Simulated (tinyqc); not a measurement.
## Gap and mass from two generation rates

Problem. In the two-band model the band-to-band tunnelling rate in a uniform field is G = A F^2 exp(-B/F), with B = pi sqrt(m/C) Eg^1.5/4 (V/nm), A = 1e21 (2 q/h) m Eg/(16 pi C B) for G in cm^-3 s^-1 and F in V/nm, C = hbar^2/(2 m0). Find B, A, Eg and m.

Constants: q = 1.602176634e-19 C, hbar = 1.054571817e-34 J s, h = 6.62607015e-34 J s, m0 = 9.1093837015e-31 kg, hbar^2/(2 m0) = 0.0380998212 eV nm^2. Results are converted to the units shown.

G at F = 0.071 and 0.14 V/nm (cm^-3 s^-1): [3.6813200e28, 6.1935858e30]

Answer. The slope of ln(G/F^2) against 1/F is -B and the intercept gives A. The product A B fixes m Eg, and B = (pi/4) Eg sqrt(m Eg/C) then gives Eg.

B = 0.5427 V/nm
A = 1.525e34 cm^-3 s^-1 (V/nm)^-2
Eg = 0.7450 eV
m = 0.04400 m0

Numbers from tinyqc (`OMP_NUM_THREADS=1 python tinyqc.py 2620007 2620008 out.jsonl`; about 0.01 s on one thread of a shared Intel Xeon 2.30GHz).
